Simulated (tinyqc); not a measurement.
What each parameter of the potential does: deformation potentials from a strained empirical pseudopotential.

Diamond lattice, no spin-orbit coupling. Atomic form factor V(q) = a1 (q^2 - a2)/(a3 exp(a4 q^2) - 1) in rydberg with q in 1/bohr, for the unstrained cell. Under a strain e the reciprocal vectors and k go over into (1 + e)^(-1) G, the atoms sit at +/- tau with tau = (1 + e) a (1,1,1)/8 - zeta a (eyz, ezx, exy)/4, and H(G,G') = c |k + G|^2 delta + (V(q)/det(1 + e)) cos(q.tau), q = G - G', with the term q = 0 left out; c = hbar^2/2m0. The basis is fixed before straining: all G with |k + G|^2 up to 16 (2 pi/a)^2. k is given in units of 2 pi/a of the unstrained cell.

Constants: hbar^2/2m0 = 3.80998211 eV angstrom^2; Ry = 13.60569312 eV; a0 (Bohr radius) = 0.5291772105 angstrom.

Parameters, chosen for this exercise (near those of Si; not measured data): a = 5.437 angstrom (lattice constant); a1 = 0.537; a2 = 2.172; a3 = 2.046; a4 = 0.488; kD = 0.82 2 pi/a (position of the Delta minimum).

Gaps from the valence top to level 8 at Gamma and level 5 at (kD,0,0) and L, and their deformation potentials [E(+h) - E(-h)]/(3 ln((1 + h)/(1 - h))) for e = +/- h 1, h = 0.002. The row for the lattice constant keeps V(q) without the volume factor, so it is not a strain.

Results for these values:

| case | Gamma (eV) | Delta (eV) | L (eV) | potential Gamma (eV) | potential Delta (eV) | potential L (eV) |
|---|---|---|---|---|---|---|
| base | 4.209 | 1.139 | 2.058 | -8.83 | 2.67 | -1.91 |

What happens to each result for a1 = 0.532, all else kept?

Answer: Gamma falls from 4.209 to 4.166; Delta falls from 1.139 to 1.072; L falls from 2.058 to 2.009; potential Gamma rises from -8.83 to -8.75; potential Delta does not change at the printed digits; potential L rises from -1.91 to -1.90.

The same for each parameter in turn:

| case | Gamma (eV) | Delta (eV) | L (eV) | potential Gamma (eV) | potential Delta (eV) | potential L (eV) |
|---|---|---|---|---|---|---|
| base | 4.209 | 1.139 | 2.058 | -8.83 | 2.67 | -1.91 |
| a = 5.383 angstrom | 4.328 | 0.841 | 1.956 | -8.52 | 2.97 | -1.74 |
| a1 = 0.532 | 4.166 | 1.072 | 2.009 | -8.75 | 2.67 | -1.90 |
| a2 = 2.194 | 4.093 | 1.214 | 2.055 | -8.90 | 2.61 | -1.95 |
| a3 = 2.066 | 4.162 | 1.048 | 1.995 | -8.74 | 2.66 | -1.91 |
| a4 = 0.493 | 4.114 | 1.052 | 1.982 | -8.66 | 2.74 | -1.83 |

Program tinyqc; command `OMP_NUM_THREADS=1 python tinyqc.py 1851187 1851188 out.jsonl`; about 0.3 s on one thread of a shared Intel(R) Xeon(R) Processor @ 2.30GHz.
